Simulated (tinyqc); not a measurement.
# Changing the imaginary frequency at the saddle nu_b

Model: harmonic transition-state theory with quantum, tunnelling and friction corrections. Computed by tinyqc, a small Python program. Command: `OMP_NUM_THREADS=1 python tinyqc.py 3017556 3017557 out.jsonl rates sweep`. One thread of a shared host (Intel(R) Xeon(R) Processor @ 2.30GHz), about 0.02 s of CPU time with the checks.

One atom hops between equivalent sites; three modes at the minimum and two real modes at the saddle are treated as harmonic, the rest of the crystal as unchanged; melting is ignored, so hot rows may lie above the melting point.

Inputs (values chosen for the exercise, modelled on a vacancy in copper): barrier E_b = 0.741 eV; temperature T = 357 K.

Lattice of sites: three-dimensional.

Constants: h x 1 THz = 4.135667696 meV; k_B = 8.617333262e-05 eV/K.

Method. With u = h nu_b/(k_B T): Wigner factor 1 + u^2/24; parabolic barrier (Bell) (u/2)/sin(u/2), valid above T_c = h nu_b/(2 pi k_B); symmetric Eckart barrier: kappa = int_0^infinity P(E) exp(-(E - E_b)/(k_B T)) dE/(k_B T), P = (cosh 2a - 1)/(cosh 2a + cosh 2d), a = alpha sqrt(E/E_b), alpha = 2 pi E_b/(h nu_b), 2d = 2 sqrt(alpha^2 - pi^2/4).

One run for each value:
```
imaginary frequency at the saddle nu_b (THz)  Eckart factor  Wigner factor  crossover temperature T_c (K)
1.1                                                   1.001          1.001                           8.40
1.4                                                   1.002          1.001                          10.69
1.8                                                   1.003          1.002                          13.75
2.3                                                   1.004          1.004                          17.57
2.9                                                   1.007          1.006                          22.15
3.8                                                   1.011          1.011                          29.03
4.9                                                   1.019          1.018                          37.43
6.3                                                   1.032          1.030                          48.12
```

Over the rows, Eckart factor rises from 1.00 to 1.03 (exponent d ln y / d ln x 0.0024 between the first rows and 0.049 between the last); Wigner factor rises from 1.00 to 1.03 (exponent d ln y / d ln x 0.0023 between the first rows and 0.046 between the last); crossover temperature T_c (K) rises from 8.40 to 48.1 (exponent d ln y / d ln x about 1.0 throughout). The exponent of crossover temperature T_c stays at 1: T_c = h nu_b/(2 pi k_B). A larger nu_b means a narrower barrier of the same height.

Extremes, crossings and ranges named in words are read from the listed rows.
